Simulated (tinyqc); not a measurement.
Resistance of a source-drain extension with a graded tip: two steps of the calculation.

y runs along the channel, the gate covers y > 0. The doping is N0 for y < y0 and N0 10^(-(y - y0)/la) beyond, uniform over the depth xj. Sheet conductance s(y) = q mu(N) max(N - Nch, 0) xj + (for y > 0) ma Cox Vo, with mu(N) = u0 + (u1 - u0)/(1 + (N/Nr)^au) and Cox = eps0 eox/tox. Current is taken as one-dimensional; depletion of the tip, spreading and the contact are left out. The metallurgical junction lies at yj, where N = Nch.

Inputs (values chosen for the exercise); mobility law close to that of electrons in silicon:
- eox = 22.6 (relative permittivity of the gate insulator (close to hafnium oxide))
- tox = 7.8 nm (insulator thickness)
- N0 = 1.8e20 cm^-3 (active doping of the extension far from the gate)
- la = 3.6 nm/decade (lateral abruptness)
- y0 = 4.4 nm (position under the gate where the fall begins (gate edge at 0))
- xj = 17 nm (depth of the extension)
- Nch = 4e17 cm^-3 (channel doping)
- Vo = 0.34 V (gate overdrive)
- ma = 180 cm^2/(V s) (mobility of the gate-induced layer)
- u1 = 1414 cm^2/(V s) (mobility at low doping)
- u0 = 68.5 cm^2/(V s) (mobility at high doping)
- Nr = 9.2e16 cm^-3 (reference doping)
- au = 0.711 (exponent)
- Lg = 60 nm (gate length)

Constants: q = 1.602176634e-19 C, eps0 = 8.8541878128e-14 F/cm where lengths are in cm. Results are converted to the units shown.

Question 1. Sheet resistances and junction position. yj = y0 + la log10(N0/Nch); sheet resistance of the full extension 1/[q mu(N0)(N0 - Nch) xj] and of the gate-induced layer 1/(ma Cox Vo); metallurgical length Lg - 2 yj; ye is where the doped and the gate-induced conductances are equal.

Give: yj; sheet resistance of the extension; sheet resistance of the induced layer; metallurgical length; ye; N at ye.

Answer 1.

yj = 13.952 nm
sheet resistance of the extension = 273.96 ohm/square
sheet resistance of the induced layer = 6369.2 ohm/square
metallurgical length = 32.097 nm
ye = 10.278 nm
N at ye = 4.1920e18 cm^-3

The gate takes over 3.67 nm before the junction, where N is still 10.5 times the channel doping.

Question 2. Resistance of the overlapped part. Midpoint rule on 8 equal steps from 0 to yj: R_ov = sum h/s(y), per width.

Wanted: y; N; doped conductance; sheet resistance; R_ov.

Answer 2.

y, point 0 to 7 (nm): [0.87197, 2.6159, 4.3599, 6.1038, 7.8478, 9.5917, 11.336, 13.080]
N, point 0 to 7 (cm^-3): [1.8000e20, 1.8000e20, 1.8000e20, 6.0533e19, 1.9841e19, 6.5033e18, 2.1316e18, 6.9867e17]
doped conductance, point 0 to 7 (uS): [3650.2, 3650.2, 3650.2, 1338.3, 515.49, 217.19, 93.665, 26.513]
sheet resistance, point 0 to 7 (ohm/square): [262.66, 262.66, 262.66, 668.78, 1487.0, 2672.4, 3989.3, 5449.0]
R_ov = 26.254 ohm um

Program tinyqc, `OMP_NUM_THREADS=1 python tinyqc.py 2282018 2282019 out.jsonl`; Intel Xeon 2.30GHz, shared host, one thread, about 0.03 s.
